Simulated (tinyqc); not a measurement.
What moves the results: band edges of strained Si(1-x)Ge(x) on relaxed Si(1-y)Ge(y). A value that a table varies takes the place of the one given here.

Values are linear in the Ge fraction but for ED(x) = linear - CD x (1 - x) and a(x) = linear - Ca x (1 - x). Energies are on the common scale of Ev.

Coherent growth on a (110) face: e_par = (a(y) - a(x))/a(x), e_perp = -(C11 + 3 C12 - 2 C44)/(C11 + C12 + 2 C44) e_par; exx = eyy = (e_par + e_perp)/2, ezz = e_par, exy = (e_perp - e_par)/2, eyz = ezx = 0.

A valley with unit axis u lies at Ev + gap + (av + a_valley) tr(e) + Xu (u.e.u - tr(e)/3); the Delta axes are x, y, z and the L axes [111], [1-1-1], [-11-1], [-1-11]. The second-order shift of the Delta valleys under shear is left out; it lowers the pair normal to the sheared plane by tens of meV at a shear of 1 %.

Valence edges: Ev plus the levels of the 6 x 6 matrix of X, Y, Z times spin with -Dso/3 + l exx + m (eyy + ezz) on the diagonal (cyclic), n exy off it, l = av + 2 b, m = av - b, n = sqrt(3) d. Spin-orbit term (Dso/3) L.sigma on X, Y, Z with (L_k)_ij = -i epsilon_kij: <X+|H|Y+> = -i Dso/3, <X+|H|Z-> = Dso/3, <Y+|H|Z-> = -i Dso/3, <Z+|H|X-> = -Dso/3, <Z+|H|Y-> = i Dso/3, <X-|H|Y-> = i Dso/3, and their conjugates; + and - are the spin along z.

Coherent growth: e_par = (a(y) - a(x))/a(x). (001): e_perp = -2 (C12/C11) e_par; exx = eyy = e_par, ezz = e_perp, no shear. (111): e_perp = -(2 C11 + 4 C12 - 4 C44)/(C11 + 2 C12 + 4 C44) e_par; exx = eyy = ezz = (2 e_par + e_perp)/3 and exy = eyz = ezx = (e_perp - e_par)/3. (110): e_perp = -(C11 + 3 C12 - 2 C44)/(C11 + C12 + 2 C44) e_par; exx = eyy = (e_par + e_perp)/2, ezz = e_par, exy = (e_perp - e_par)/2, eyz = ezx = 0.

Parameters, chosen for this exercise (end members near Si and Ge, in this order; the results hold for these values, not for the real material): a = (5.431, 5.657) angstrom (lattice constant); Dso = (0.044, 0.294) eV (spin-orbit splitting); av = (2.42, 1.25) eV (valence hydrostatic potential); b = (-2.1, -2.58) eV (tetragonal shear potential); d = (-4.85, -5.3) eV (trigonal shear potential); C11 = (165.4, 128.1) GPa; C12 = (64.4, 48.1) GPa; C44 = (79.6, 66) GPa; Ev = (0, 0.61) eV (top of the unstrained valence band); ED = (1.167, 0.917) eV (gap to the Delta valleys); EL = (2.027, 0.753) eV (gap to the L valleys); aD = (1.83, 1.2) eV (hydrostatic potential of the Delta gap); aL = (-2.84, -2.92) eV (hydrostatic potential of the L gap); XuD = (9.23, 9.1) eV (uniaxial potential, Delta); XuL = (16.18, 14.77) eV (uniaxial potential, L); CD = 0.183 eV (bowing of the Delta gap); Ca = 0 angstrom (bowing of the lattice constant); face = 110 (growth face); y = 0 (Ge fraction of the relaxed buffer); x = 0.54 (Ge fraction of the layer).

## Composition of the layer

The buffer is kept. dEc = Ec(buffer) - Ec(layer), dEv = Ev(layer) - Ev(buffer); buffer edges Ev(y) and Ev(y) + min(ED, EL). The digit behind Delta or L counts whole valleys.

Results:
```
x     e_par (%)  lowest valleys  gap (eV)  next valleys above (meV)  valence splitting (meV)  dEc (eV)  dEv (eV)
0.08      -0.33          Delta2     1.096                        23                       21     0.020     0.051
0.16      -0.66          Delta2     1.028                        46                       36     0.037     0.103
0.24      -0.99          Delta2     0.962                        68                       49     0.049     0.156
0.31      -1.27          Delta2     0.907                        88                       60     0.057     0.203
0.39      -1.60          Delta2     0.848                       109                       72     0.061     0.258
0.47      -1.92          Delta2     0.791                       131                       84     0.062     0.314
0.55      -2.24          Delta2     0.738                       152                       96     0.059     0.370
```

The gap is 1.096 eV in the first row and 0.738 eV in the last. The lowest valleys are Delta2 throughout. Per 0.1 of x the valence offset moves by +68 meV on average; the conduction offset lies between +20 and +62 meV, not monotonically. Both carriers sit on one side in every row. Offsets below about 30 meV are within the spread of parameter sets, so those rows do not settle the type. Strains above 2 % can be kept only in layers of a few nanometres.

## Composition of the buffer

The layer is kept. dEc = Ec(buffer) - Ec(layer), dEv = Ev(layer) - Ev(buffer); buffer edges Ev(y) and Ev(y) + min(ED, EL). The digit behind Delta or L counts whole valleys.

Results:
```
y     e_par (%)  lowest valleys  gap (eV)  next valleys above (meV)  valence splitting (meV)  dEc (eV)  dEv (eV)
0.00      -2.20          Delta2     0.744                       149                       94     0.060     0.363
0.14      -1.63          Delta2     0.807                       111                       83     0.034     0.269
0.29      -1.02          Delta2     0.875                        69                       63     0.014     0.168
0.43      -0.45          Delta2     0.937                        30                       33     0.004     0.074
0.57       0.12          Delta4     0.981                         8                       10     0.008    -0.010
0.71       0.69          Delta4     0.950                        47                       65     0.050    -0.049
0.86       1.30          Delta4     0.909                        89                      131     0.103    -0.083
1.00       1.87          Delta4     0.868                       127                      195    -0.003    -0.111
```

The gap is 0.744 eV in the first row and 0.868 eV in the last, with its largest listed value, 0.981 eV, at y = 0.57: it peaks near the match y = x, since strain of either sign narrows it. The lowest valleys change: Delta2 to Delta4 between y = 0.43 and 0.57. Per 0.1 of y the valence offset moves by -47 meV on average; the conduction offset lies between -3 and +103 meV, not monotonically. Both carriers sit on one side for y = 0.00, 0.14, 0.29, 0.43 and 1.00, and on opposite sides elsewhere. Offsets below about 30 meV are within the spread of parameter sets, so those rows do not settle the type. Strains above 2 % can be kept only in layers of a few nanometres.

## The same layer on three faces

dEc = Ec(buffer) - Ec(layer), dEv = Ev(layer) - Ev(buffer); buffer edges Ev(y) and Ev(y) + min(ED, EL). The digit behind Delta or L counts whole valleys.

Results:
```
face   e_par (%)  lowest valleys  gap (eV)  next valleys above (meV)  valence splitting (meV)  dEc (eV)  dEv (eV)  Delta spread (meV)  L spread (meV)
(001)      -2.20          Delta4     0.736                       355                       90     0.058     0.372                 355               0
(111)      -2.20          Delta6     0.843                       399                       90    -0.034     0.358                   0             425
(110)      -2.20          Delta2     0.744                       149                       94     0.060     0.363                 149             335
```

On (001) only the Delta valleys split (355 meV), on (111) only the L valleys (425 meV), on (110) both (149 and 335 meV). The lowest valleys are Delta4 on (001), Delta6 on (111) and Delta2 on (110); the smallest gap is 0.736 eV on (001) and the largest 0.843 eV on (111).

## What each parameter does

dEc = Ec(buffer) - Ec(layer), dEv = Ev(layer) - Ev(buffer); buffer edges Ev(y) and Ev(y) + min(ED, EL). Each row changes one parameter from the base and keeps the others.

Results:
```
case                       gap (eV)  valence splitting (meV)  dEc (eV)  dEv (eV)
base                         0.7440                     94.1    0.0598    0.3631
x = 0.57                     0.7246                     98.4    0.0578    0.3846
y = 0.03                     0.7576                     91.9    0.0537    0.3429
CD = 0.233 eV                0.7316                     94.1    0.0723    0.3631
C12 = (74.06, 55.315) GPa    0.7382                     95.5    0.0596    0.3692
aD = (2.104, 1.38) eV        0.7366                     94.1    0.0673    0.3631
aL = (-3.266, -3.358) eV     0.7440                     94.1    0.0598    0.3631
av = (2.783, 1.438) eV       0.7440                     94.1    0.0688    0.3542
XuD = (10.614, 10.465) eV    0.7291                     94.1    0.0748    0.3631
```

The largest shifts from the base row, up to three for each result and ties (the steps differ in size, so this ranks the rows, not the parameters). gap (eV): x -0.0195, XuD -0.0149, y +0.0136; unchanged at the printed digits by aL and av. valence splitting (meV): x +4.4, y -2.1, C12 +1.4; unchanged at the printed digits by CD, aD, aL, av and XuD. dEc (eV): XuD +0.0149, CD +0.0124, av +0.0089; unchanged at the printed digits by aL. dEv (eV): x +0.0215, y -0.0203, av -0.0089; unchanged at the printed digits by CD, aD, aL and XuD. The lowest valleys of the layer are Delta2, so among the conduction-band potentials only those of that family reach the gap and dEc; the buffer is unstrained. A shift large enough to swap the lowest family would change that.

tinyqc: `OMP_NUM_THREADS=1 python tinyqc.py 1050864 1050865 out.jsonl`; about 0.01 s, one thread, shared Intel(R) Xeon(R) Processor @ 2.30GHz.
